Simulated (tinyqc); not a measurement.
From results back to parameters: propagation of a band-gap error through k.p and effective-mass formulas. Four cases, with inputs chosen for the exercise.

Problem. A calculation returned the electron mass below. With 1/me = 1 + Ep (E + 2 Dso/3)/(E (E + Dso)) and the given Ep and Dso, which gap E did it have, and by what factor is exp(-E/2kT) off against the gap Eg?

Constants: kB = 8.617333262e-05 eV/K.
Find: X = 1/me - 1; E; log10 of the factor.
Method. X E^2 + (X Dso - Ep) E - (2/3) Ep Dso = 0 has one positive root; the factor is exp((Eg - E)/2kT).

Case 1.

Values chosen (reference values near those of GaAs, gap at low temperature; not measured data): Eg = 1.518 eV (gap at Gamma to the s-like level); Dso = 0.339 eV (spin-orbit splitting); Ep = 26 eV (Kane energy); T = 77 K (temperature).

me = 0.1049897 m0

Solution.

X = 1/me - 1 = 8.525
E = 2.945 eV
log10 of the factor = -46.70

Case 2.

Values chosen (reference values near those of CdTe, gap at low temperature; not measured data): Eg = 1.629 eV (gap at Gamma to the s-like level); Dso = 0.892 eV (spin-orbit splitting); Ep = 18.5 eV (Kane energy); T = 300 K (temperature).

me = 0.0390959 m0

Solution.

X = 1/me - 1 = 24.578
E = 0.603 eV
log10 of the factor = 8.62

Case 3.

Values chosen (reference values near those of InAs, gap at low temperature; not measured data): Eg = 0.421 eV (gap at Gamma to the s-like level); Dso = 0.383 eV (spin-orbit splitting); Ep = 21.1 eV (Kane energy); T = 77 K (temperature).

me = 0.0132126 m0

Solution.

X = 1/me - 1 = 74.685
E = 0.223 eV
log10 of the factor = 6.48

Case 4.

Values chosen (reference values near those of GaAs, gap at low temperature; not measured data): Eg = 1.54 eV (gap at Gamma to the s-like level); Dso = 0.348 eV (spin-orbit splitting); Ep = 25.2 eV (Kane energy); T = 300 K (temperature).

me = 0.0258257 m0

Solution.

X = 1/me - 1 = 37.721
E = 0.585 eV
log10 of the factor = 8.02

Computed by tinyqc, one run a case: `OMP_NUM_THREADS=1 python tinyqc.py N N+1 out.jsonl` with N = 1850518, 1850541, 1850553, 1850559; one thread of a shared Intel(R) Xeon(R) Processor @ 2.30GHz, about 0.01 s a run at most.
